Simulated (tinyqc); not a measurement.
Coupled-perturbed Hartree-Fock on RHF in the 6-31g basis, for H3-, spin multiplicity 1, step by step. The basis has no diffuse functions, so it cannot describe the extra electron: this is an exercise in the method, not the real anion. One step of it, computed by the program tinyqc.

Task: Response to a field: uncoupled start. Field along z; U_ai = -mu_ai / (e_a - e_i), alpha = -4 sum U_ai mu_ai.

orbital energies (hartree): MO1 -0.407390, MO2 0.133347, MO3 0.541140, MO4 1.024124, MO5 1.389911, MO6 1.858449

dipole integrals <a|z|i> (bohr):
```
           i1         i2
a3  -0.542807   0.650434
a4  -0.067552  -0.569077
a5   0.070479  -0.000005
a6   0.109827  -0.099564
```

Give: uncoupled U; uncoupled polarisability.

Result:

uncoupled U:
```
        i1      i2
a3   0.572  -1.595
a4   0.047   0.639
a5  -0.039   0.000
a6  -0.048   0.058
```

uncoupled polarisability = 6.915 bohr^3
